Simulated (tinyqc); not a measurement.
A barrier in a uniform field, exact transmission by Airy functions: two steps of the calculation.

The left lead has its band edge at 0, the barrier edge falls as U(x) = U0 - F x with F = V/d for 0 < x < d, and the right lead has its edge at -V. No transverse momentum; C = hbar^2/(2 m0); psi and psi'/m are continuous. M carries (psi, psi'/m) across the barrier.

Values chosen for this exercise; masses and offsets close to those of InGaAs wells and InP barriers; the mass of the right lead is set freely:
```
symbol,value,unit,meaning
mL,0.041,m0,mass in the left lead
U0,0.24,eV,barrier edge at x = 0
m1,0.082,m0,mass in the barrier
E,0.073,eV,electron energy
d,11.6,nm,barrier width
V,0.14,V,voltage across the barrier
mR,0.055,m0,mass in the right lead
```

Constants: q = 1.602176634e-19 C, hbar = 1.054571817e-34 J s, m0 = 9.1093837015e-31 kg, hbar^2/(2 m0) = 0.0380998212 eV nm^2. Results are converted to the units shown.

Problem 1. Scaled variables. Energy scale e = (C F^2/m1)^(1/3), z(x) = (U(x) - E)/e, s = (dz/dx)/m1 = -F/(e m1); v = k/m in a lead. vL = sqrt(mL E/C)/mL, vR = sqrt(mR (E + V)/C)/mR.

Give: F; e; z1; z2; s; vL; vR.

Solution 1.

F = 0.01207 V/nm
e = 0.04075 eV
z1 = 4.098
z2 = 0.6625
s = -3.612 1/nm
vL = 6.836 1/nm
vR = 10.08 1/nm

Both z are positive: the whole barrier is forbidden.

Problem 2. Transmission, exact and WKB. With M acting on (psi, psi'/m) and v = k/m in each lead, T(E) = 4 vL vR/[(vL vR M12 - M21)^2 + (vR M11 + vL M22)^2]. WKB: exp(-S), S = (4/(3 F)) sqrt(m1/C) [max(U0 - E, 0)^1.5 - max(U0 - F d - E, 0)^1.5].

M (M12 in nm, M21 in 1/nm):
```
           1          2
1  122.73328  17.358921
2  461.33983  65.258271
```

vL = 6.8360941 1/nm
vR = 10.082007 1/nm

Wanted: T(E); S; exp(-S); ratio T(E)/exp(-S).

Solution 2.

T(E) = 8.1696e-5
S = 10.342
exp(-S) = 3.2256e-5
ratio T(E)/exp(-S) = 2.5328

tinyqc, about 0.01 s, one thread, Intel Xeon 2.30GHz (shared host): `OMP_NUM_THREADS=1 python tinyqc.py 2580135 2580136 out.jsonl`
